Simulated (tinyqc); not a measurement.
Concentration-dependent dopant diffusion with charged defects and the built-in field. Changing the surface concentration C_s. Computed by tinyqc, a small Python program. Command: `OMP_NUM_THREADS=1 python tinyqc.py 3026873 3026874 out.jsonl extrinsic sweep`. One thread of a shared host (Intel(R) Xeon(R) Processor @ 2.30GHz), about 0.7 s of CPU time with the checks.

A constant source C_s feeds a half space. The dopant moves through neutral point defects and through charged ones, whose number grows with the majority carrier density n.

Inputs (values chosen for the exercise, modelled on arsenic in silicon): neutral prefactor D0x = 0.0124 cm^2/s; neutral activation energy E0 = 3.45 eV; singly charged prefactor D01 = 32.6 cm^2/s; activation energy E1 = 4.17 eV; junction level C_B = 5.3e+16 1/cm^3; temperature T = 850 C; time t = 180 s.

Field enhancement: off.

Constants: k_B = 8.617333262e-05 eV/K.

Method:
- n_i = 3.87e16 T^1.5 exp(-7014/T) per cm^3 (T in kelvin, an empirical form); each D = prefactor x exp(-E/(k_B T)); the intrinsic diffusivity D_i is their sum.
- Temperatures in kelvin are T(C) + 273.15.
- n = C/2 + sqrt(C^2/4 + n_i^2); D(C) = h [Dx + D1 (n/n_i)], h = 1.
- With y = x/sqrt(D_s t), u = C/C_s and q = -(D/D_s) du/dy: du/dy = -q D_s/D, dq/dy = -(y/2) q D_s/D, u(0) = 1. The surface flux q(0) is shot so that u tends to 0 (LSODA, an adaptive multistep solver, relative tolerance 1e-10). Dose Q = 2 q(0) C_s sqrt(D_s t).
- The junction lies where C = C_B.

One run for each value; columns: (1) surface concentration C_s (1/cm^3); (2) enhancement D_s/D_i; (3) junction depth x_j (nm); (4) dose Q (1/cm^2); (5) junction in units of sqrt(D_s t):
```
(1)         (2)    (3)        (4)    (5)
5.00e+17   1.06  1.002  2.488e+10  2.251
1.50e+18   1.18  1.323  7.736e+10  2.807
4.60e+18   1.67  1.646  2.660e+11  2.939
1.40e+19   3.52  2.069  1.079e+12  2.546
4.30e+19   9.67  2.808  5.246e+12  2.084
1.30e+20  28.33  4.187  2.677e+13  1.815
4.00e+20  86.32  6.811  1.432e+14  1.692
```

Over the rows, enhancement D_s/D_i rises from 1.06 to 86.3 (exponent d ln y / d ln x 0.10 between the first rows and 0.99 between the last); junction depth x_j (nm) rises from 1.00 to 6.81 (exponent d ln y / d ln x 0.25 between the first rows and 0.43 between the last); dose Q (1/cm^2) rises from 2.49e10 to 1.43e14 (exponent d ln y / d ln x 1.0 between the first rows and 1.5 between the last). At the high end the exponent of enhancement D_s/D_i is 0.99, close to 1: singly charged defects follow n. At the low end the exponent of dose Q is 1.03, close to 1: the intrinsic, linear regime. At the high end the exponent of dose Q is 1.49, close to 1.5: D proportional to C: Q scales as C_s sqrt(C_s). In units of sqrt(D_s t), D_s = D(C_s), the junction is deepest, 2.94, at C_s = 4.6e18 among these rows and ends at 1.69: a larger C_s/C_B pushes it out along the tail, while the tail diffuses with D_i, ever further below D_s.

Caution (rows 4.60e18, 1.40e19, 4.30e19, 1.30e20, 4.00e20): the built-in field is switched off although C_s exceeds n_i; with it D_s would be larger by the factor 1 + C_s/sqrt(C_s^2 + 4 n_i^2). Caution (rows 4.30e19, 1.30e20, 4.00e20): at such concentrations dopants can cluster or exceed their solubility; the active fraction and the diffusivity then fall below the model.
